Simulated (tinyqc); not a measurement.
Comparisons within one model: electrons shared among three sets of ellipsoidal valleys. A value that a table varies takes the place of the one given here.

F_j(eta) = (1/Gamma(j + 1)) integral_0^infinity x^j dx/(1 + exp(x - eta)), which tends to exp(eta) for eta << 0.

Sets L, Gamma, Delta: N_i = M_i times N = 2 (m kB T/(4 pi c))^(3/2) with c = hbar^2/2m0, in 1/angstrom^3; times 1e24 for 1/cm^3, m = (ml mt^2)^(1/3); n = sum_i N_i F_1/2((EF - dE_i)/kT), energies from the edge of the first set; mu_drift = sum of share times mobility.

Constants: hbar^2/2m0 = 3.80998211 eV angstrom^2; kB = 8.617333262e-05 eV/K.

Inputs chosen for the exercise (masses and offsets near those of Ge; mobilities are free inputs, held fixed; shifted at random, so the results belong to these values and not to a real crystal): dE = (0, 0.112, 0.169) eV (edges of L, Gamma, Delta above the first); M = (4, 1, 6) (valleys in each set); ml = (1.538, 0.042, 0.922) m0 (longitudinal masses of L, Gamma, Delta); mt = (0.0833, 0.042, 0.1906) m0 (transverse masses); mu = (3600, 18000, 1300) cm^2/(V s) (mobility of each set); n = 2e+18 1/cm^3 (total electron density); T = 400 K.

## Transfer between valleys with temperature

Offsets, masses and mobilities are held fixed; n is fixed too, so the high values of T stand for hot electrons, not for the lattice.

Populations:
```
T (K)  EF (eV)  share L  share Gamma  share Delta  mu_drift
77      0.0060   1.0000       0.0000       0.0000      3600
150    -0.0054   1.0000       0.0000       0.0000      3600
300    -0.0409   0.9956       0.0003       0.0041      3595
450    -0.0874   0.9648       0.0012       0.0340      3538
600    -0.1429   0.9044       0.0022       0.0934      3417
900    -0.2755   0.7643       0.0038       0.2319      3121
1200   -0.4285   0.6545       0.0046       0.3408      2883
2000   -0.8940   0.4978       0.0054       0.4968      2535
```

The share of L goes from 1.000 to 0.498 and the mean mobility from 3600 to 2535 cm^2/(V s). L holds more than Gamma throughout. The share of Delta is at most 0.5.

## Transfer between valleys with doping

Parabolic valleys; band tails and gap narrowing are left out.

Populations:
```
n (1/cm^3)  EF (eV)  share L  share Gamma  share Delta  mu_drift
1.0e+16     -0.2549   0.9799       0.0008       0.0193      3567
1.0e+17     -0.1755   0.9798       0.0008       0.0194      3567
1.0e+18     -0.0955   0.9794       0.0008       0.0197      3566
3.0e+18     -0.0561   0.9786       0.0008       0.0206      3565
1.0e+19     -0.0096   0.9752       0.0010       0.0238      3559
3.0e+19      0.0420   0.9634       0.0014       0.0352      3539
1.0e+20      0.1230   0.8940       0.0033       0.1027      3411
```

The share of L goes from 0.980 to 0.894 and the mean mobility from 3567 to 3411 cm^2/(V s). L holds more than Gamma throughout. The share of Delta is at most 0.1.

## Moving the second set by strain or alloying

The second entry of dE is replaced by the values listed; a negative value puts that set lowest.

Populations:
```
offset (eV)  EF (eV)  share L  share Gamma  share Delta  mu_drift
-0.100       -0.0789   0.7826       0.2015       0.0160      6464
-0.050       -0.0735   0.9091       0.0722       0.0187      4597
0.000        -0.0715   0.9602       0.0200       0.0198      3843
0.025        -0.0712   0.9700       0.0100       0.0200      3698
0.050        -0.0710   0.9750       0.0049       0.0201      3625
0.100        -0.0709   0.9787       0.0012       0.0202      3570
0.150        -0.0708   0.9795       0.0003       0.0202      3558
0.200        -0.0708   0.9798       0.0001       0.0202      3555
0.300        -0.0708   0.9798       0.0000       0.0202      3554
```

The share of L goes from 0.783 to 0.980 and the mean mobility from 6464 to 3554 cm^2/(V s). L holds more than Gamma throughout. The share of Delta is at most 0.02. With Boltzmann statistics the first two sets are equal at kT ln(N_2/N_1) = -0.1334 eV.

## What moves the populations

All else solved anew. Each row changes one parameter from the base and keeps the others.

Results:
```
case                                 EF (eV)  share L  share Gamma  share Delta  mu_drift (cm^2/(V s))
base                                 -0.0708   0.9790       0.0008       0.0202                   3565
T = 450 K                            -0.0874   0.9648       0.0012       0.0340                   3538
n = 6e+18 1/cm^3                     -0.0301   0.9772       0.0009       0.0219                   3562
dE = (0, 0.0896, 0.169) eV           -0.0709   0.9783       0.0016       0.0201                   3576
mt = (0.0833, 0.0504, 0.1906) m0     -0.0708   0.9788       0.0010       0.0202                   3568
ml = (1.538, 0.0504, 0.922) m0       -0.0708   0.9789       0.0009       0.0202                   3567
mu = (4320, 18000, 1300) cm^2/(V s)  -0.0708   0.9790       0.0008       0.0202                   4270
```

The largest shifts from the base row, up to three for each result and ties (the steps differ in size, so this ranks the rows, not the parameters). EF (eV): n +0.0408, T -0.0166, dE -0.0000; unchanged at the printed digits by mt, ml and mu. share L: T -0.0142, n -0.0018, dE -0.0007; unchanged at the printed digits by mu. share Gamma: dE +0.0008, T +0.0003, mt +0.0002; unchanged at the printed digits by mu. share Delta: T +0.0138, n +0.0018, dE -0.0000; unchanged at the printed digits by mt, ml and mu. mu_drift (cm^2/(V s)): mu +705, T -27, dE +11.

Computed by tinyqc, a small Python program: `OMP_NUM_THREADS=1 python tinyqc.py 1681979 1681980 out.jsonl` (the numbers bound the seed that draws the inputs); one thread of a shared host (Intel(R) Xeon(R) Processor @ 2.30GHz), about 0.01 s for the whole set of steps.
